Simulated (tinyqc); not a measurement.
The diagram with and without ligand: potential-pH (Pourbaix) lines of a metal, its cation, its oxide and an oxyanion, with a complexing ligand. Computed by tinyqc, a small Python program. Command: `OMP_NUM_THREADS=1 python tinyqc.py 3026452 3026453 out.jsonl pourb walk`. One thread of a shared host (Intel(R) Xeon(R) Processor @ 2.30GHz), about 0.01 s of CPU time with the checks.

Potentials are against the standard hydrogen electrode; solids and water have unit activity; dG_f of M, H+ and the electron is zero; F = e N_A and s = R T ln(10)/F. The cation carries z = 2.

Inputs (values chosen for the exercise, for a model metal):

| quantity | value | unit |
|---|---|---|
| dG_f of the cation | -138.7 | kJ/mol |
| dG_f of the oxide | -328.63 | kJ/mol |
| dG_f of the oxyanion | -381.34 | kJ/mol |
| dG_f of water | -237.14 | kJ/mol |
| temperature T | 298.15 | K |
| log10 of the dissolved activity a | -3 | - |
| log10 of the stability constant beta of ML | 14 | - |
| pKa of HL | 9.1 | - |
| total ligand c_L | 0.004 | mol/L |

Species: M, M2+, MO, MO2(2-).

Constants: R = 8.314462618 J/(mol K); e = 1.602176634e-19 C; N_A = 6.02214076e+23 1/mol.

Method. M2+ + 2e = M; MO + 2H+ + 2e = M + H2O; MO2(2-) + 4H+ + 2e = M + 2H2O. For each, E0 = -dG/(z F), and E = E0 + (s/z) log10 a - (s n_H/z) pH, with no activity term for the oxide. The free ligand is c_L/(1 + 10^(pKa - pH)) (ligand in excess); dissolved metal is a in all, so the free cation is a/alpha, alpha = 1 + beta [L]; the cation line drops by (s/z) log10 alpha.

E0 (V): cation -0.718762, oxide -0.474114, oxyanion 0.481628

s = 0.0591593 V

Lines against the metal (V); the species with the lowest line is stable above it:

| pH | cation | oxide | oxyanion | stable above | cation with ligand | stable above, ligand |
|---|---|---|---|---|---|---|
| 0 | -0.80750 | -0.4741 | 0.3929 | cation | -0.8816 | dissolved |
| 2 | -0.80750 | -0.5924 | 0.1563 | cation | -0.9407 | dissolved |
| 4 | -0.80750 | -0.7108 | -0.0804 | cation | -0.9998 | dissolved |
| 5 | -0.80750 | -0.7699 | -0.1987 | cation | -1.0294 | dissolved |
| 6 | -0.80750 | -0.8291 | -0.3170 | oxide | -1.0590 | dissolved |
| 7 | -0.80750 | -0.8882 | -0.4353 | oxide | -1.0885 | dissolved |
| 8 | -0.80750 | -0.9474 | -0.5537 | oxide | -1.1172 | dissolved |
| 9 | -0.80750 | -1.0065 | -0.6720 | oxide | -1.1402 | dissolved |
| 10 | -0.80750 | -1.0657 | -0.7903 | oxide | -1.1492 | dissolved |
| 12 | -0.80750 | -1.1840 | -1.0269 | oxide | -1.1507 | oxide |
| 14 | -0.80750 | -1.3023 | -1.2636 | oxide | -1.1507 | oxide |

What does the comparison show, and why?

Without ligand the oxide holds 7 of the eleven rows (pH 6 to 14), with it 2 (pH 12, 14). The ligand acts once beta [L] exceeds 1, from pH = pKa - log10(beta c_L) = -2.5 on, that is in all rows; its line then falls by at most s/z per pH unit and flattens beyond pKa, 0.343 V below the free cation at most. The oxide line falls faster, by s per pH unit, so the oxide takes over again at higher pH.

Extremes, crossings and ranges named in words are read from the listed rows.
